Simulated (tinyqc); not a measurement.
Velocity against current: domain walls in a thin film with perpendicular anisotropy: Bloch, Neel and chiral walls, motion and stripe domains. Computed by tinyqc, a small Python program. Command: `OMP_NUM_THREADS=1 python tinyqc.py 3025527 3025528 out.jsonl mwall walk`. One thread of a shared host (Intel(R) Xeon(R) Processor @ 2.30GHz), about 0.01 s of CPU time with the checks.

One-dimensional wall: polar angle theta(x), azimuth phi of the moment in the wall (phi = 0 Neel, 90 degrees Bloch). mu_0 = 1.25663706212e-6 T m/A, gamma = 1.76085963023e11 rad/(s T).

Inputs (values chosen for the exercise, for a model film): saturation magnetisation M_s = 875 kA/m; exchange stiffness A = 21 pJ/m; uniaxial anisotropy K_u = 644 kJ/m^3; DMI constant D = 2.3 mJ/m^2; thickness t = 1.9 nm; damping alpha = 0.25; current density J = 2.1 1e12 A/m^2; spin Hall angle theta_SH = 0.34.

Drive: spin-orbit torque.

Constants: hbar = 1.054571817e-34 J s; e = 1.602176634e-19 C.

Method:
- K_eff = K_u - mu_0 M_s^2/2; Delta = sqrt(A/K_eff); sigma_0 = 4 sqrt(A K_eff); profile theta = 2 arctan exp(x/Delta); quality factor Q = 2 K_u/(mu_0 M_s^2).
- sigma(phi) = sigma_0 + 2 Delta K_D cos^2(phi) - pi D cos(phi), with the wall shape anisotropy K_D = N_x mu_0 M_s^2/2, N_x = t ln 2/(pi Delta). The minimum has cos(phi) = D/D_N for D < D_N = 4 Delta K_D/pi and phi = 0 beyond; sigma turns negative at D_c = (sigma_0 + 2 Delta K_D)/pi.
- Spin-orbit drive: B_SL = hbar theta_SH J/(2 e M_s t) acts as the field (pi/2) B_SL cos(phi). Steady state: v = (gamma Delta/alpha)(pi/2) B_SL cos(phi) = gamma Delta [B_D sin(phi) - (B_K/2) sin(2 phi)], B_K = 2 K_D/M_s, B_D = pi D/(2 M_s Delta); the root with phi between its rest value and 90 degrees; v saturates at v_D = gamma Delta B_D.

K_D = 17.7637 kJ/m^3

width parameter Delta = 11.3525 nm

azimuth phi = 0 degrees

saturation velocity v_D = 727.050 m/s

Steady motion:
```
J (1e12 A/m^2)  B_SL (mT)  phi (degrees)  v (m/s)  v at fixed rest phi (m/s)
0.02                 1.35          1.499    16.90                       16.9
0.05                 3.37          3.743    42.18                       42.3
0.10                 6.73          7.449    83.82                       84.5
0.20                13.46         14.612   163.61                      169.1
0.50                33.65         32.687   355.75                      422.7
1.00                67.31         51.338   528.12                      845.4
2.00               134.61         67.621   643.72                     1690.7
5.00               336.53         80.418   703.59                     4226.9
```

What does the comparison show, and why?

The linear law holds to 5 % in 4 of the eight rows; in the last row v is 96.8 % of v_D = pi gamma D/(2 M_s), which depends on neither alpha nor theta_SH. Caution: pinning, heating and tilting of the wall are left out.

Extremes, crossings and ranges named in words are read from the listed rows.
